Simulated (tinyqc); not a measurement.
Comparisons within one model: four-band model of biased bilayer graphene near K. A value that a table varies takes the place of the one given here.

Basis A1, B1, A2, B2, with B1 below A2; p = kx + i ky, v_j = (sqrt3/2) a g_j. Diagonal -U/2, -U/2, U/2, U/2; <A1|B1> = <A2|B2> = v0 p*, <B1|A2> = g1, <A1|B2> = v3 p, <A1|A2> = <B1|B2> = -v4 p*.

Values chosen for the exercise (near those used for Bernal bilayer graphene; the results hold for these values, not for the real material): a = 2.46 angstrom (lattice constant); g0 = 3.07 eV (hopping in a layer); g1 = 0.411 eV (hopping of the dimer sites); g3 = 0 eV (skew hopping A1-B2); g4 = 0 eV (skew hopping A1-A2); U = 0.41 eV (potential difference of the layers); k = (0.009, 0.006) 1/angstrom (wave vector from K).

## Gap against bias

Closed form for g3 = g4 = 0: gap U g1/sqrt(U^2 + g1^2), ring radius as (U/2 v0) sqrt((2 g1^2 + U^2)/(g1^2 + U^2)). Last column: lowest band 3 less highest band 2 of the full matrix on a polar grid, |k| = 0 to 0.08 in steps of 0.001 1/angstrom, angles 0, 15, 30, 45, 60 degrees.

Gap:
```
U (eV)  gap (eV)  kg (1/angstrom)  gap/U  gap on the grid (eV)
0.02      0.0200           0.0022  0.999                0.0200
0.05      0.0496           0.0054  0.993                0.0496
0.10      0.0972           0.0107  0.972                0.0972
0.15      0.1409           0.0157  0.939                0.1409
0.20      0.1798           0.0206  0.899                0.1799
0.30      0.2423           0.0295  0.808                0.2424
0.40      0.2867           0.0376  0.717                0.2867
0.60      0.3391           0.0527  0.565                0.3391
```

What does this show?

The gap follows U while U << g1 (ratio 0.993 at 0.05 eV) and bends towards g1 = 0.411 eV, reaching 0.339 eV at 0.6. Grid and formula agree within 0.05 meV. U is the screened difference, smaller than the applied field times the layer distance.

## From parabola to cone

U = 0, along kx. Parabola: v0^2 k^2/g1. Hyperbola: sqrt(g1^2/4 + v0^2 k^2) - g1/2. Then bands 3 and 2 of the full matrix for +kx and band 3 for -kx.

Energies (eV):
```
k (1/angstrom)  parabola  hyperbola  band 3, +kx  band 2, +kx  band 3, -kx
0.002             0.0004     0.0004       0.0004      -0.0004       0.0004
0.005             0.0026     0.0026       0.0026      -0.0026       0.0026
0.010             0.0104     0.0102       0.0102      -0.0102       0.0102
0.020             0.0416     0.0381       0.0381      -0.0381       0.0381
0.030             0.0937     0.0786       0.0786      -0.0786       0.0786
0.050             0.2602     0.1807       0.1807      -0.1807       0.1807
0.080             0.6661     0.3566       0.3566      -0.3566       0.3566
0.120             1.4987     0.6058       0.6058      -0.6058       0.6058
```

What does this show?

The parabola is 2 % above the hyperbola at 0.01 and a factor 2.47 at 0.12 1/angstrom, where the slope nears v0. With g3 = g4 = 0 the hyperbola is exact, the bands are isotropic and mirror images.

## What each parameter does

The four levels at k. Each row changes one parameter from the base and keeps the others.

Results:
```
case            band 1 (eV)  band 2 (eV)  band 3 (eV)  band 4 (eV)
base                -0.4748      -0.1938       0.1938       0.4748
g0 = 3.224 eV       -0.4763      -0.1928       0.1928       0.4763
g1 = 0.4521 eV      -0.5101      -0.1957       0.1957       0.5101
g3 = 0.1 eV         -0.4748      -0.1939       0.1939       0.4748
g4 = 0.05 eV        -0.4751      -0.1935       0.1942       0.4744
U = 0.46 eV         -0.4873      -0.2175       0.2175       0.4873
```

What can be read from the table?

The largest shifts from the base row, up to three for each result and ties (the steps differ in size, so this ranks the rows, not the parameters). band 1 (eV): g1 -0.0353, U -0.0125, g0 -0.0015; unchanged at the printed digits by g3. band 2 (eV): U -0.0236, g1 -0.0018, g0 +0.0010. band 3 (eV): U +0.0236, g1 +0.0018, g0 -0.0010. band 4 (eV): g1 +0.0353, U +0.0125, g0 +0.0015; unchanged at the printed digits by g3. Only g4 breaks the mirror symmetry between the upper and lower bands.

tinyqc: `OMP_NUM_THREADS=1 python tinyqc.py 1481419 1481420 out.jsonl`; about 0.06 s, one thread, shared Intel(R) Xeon(R) Processor @ 2.30GHz.
